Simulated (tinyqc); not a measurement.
Configuration-coordinate model of a defect: Huang-Rhys factor and luminescence line shape: one step, computed by the program tinyqc. Command: `OMP_NUM_THREADS=1 python tinyqc.py 3026833 3026834 out.jsonl ccline walk`. One thread of a shared host (Intel(R) Xeon(R) Processor @ 2.30GHz), about 0.01 s of CPU time with the checks.

Ground state E_g(Q) = (1/2) omega_g^2 Q^2; excited state E_e(Q) = E_0 + (1/2) omega_e^2 (Q - dQ)^2 with omega_e = omega_g and E_0 = E_ZPL. Q is mass-weighted; the dipole does not depend on Q (Condon approximation).

Task: Huang-Rhys factors and vertical energies. S = hbar omega dQ^2/(2 hbar^2/u) for each state; relaxation energy S hbar omega; absorption at E_0 + S_e hbar omega_e, emission at E_0 - S_g hbar omega_g; the Stokes shift is their difference.

Inputs (values chosen for the exercise, for a model defect in a wide-gap host): zero-phonon energy E_ZPL = 2.82 eV; displacement dQ = 0.514 u^(1/2) angstrom; ground-state phonon hbar omega_g = 52.8 meV.

Modes: equal frequencies in both states.

Constants: hbar^2/u = 4.18015928e-03 eV angstrom^2.

Give: S_g; S_e; relaxation energy, ground state; relaxation energy, excited state; vertical absorption energy; vertical emission energy; Stokes shift.

Result:

S_g = 1.669

S_e = 1.669

relaxation energy, ground state = 0.08810 eV

relaxation energy, excited state = 0.08810 eV

vertical absorption energy = 2.908 eV

vertical emission energy = 2.732 eV

Stokes shift = 0.1762 eV

The coupling is intermediate: phonon replicas can be resolved beside the zero-phonon line.
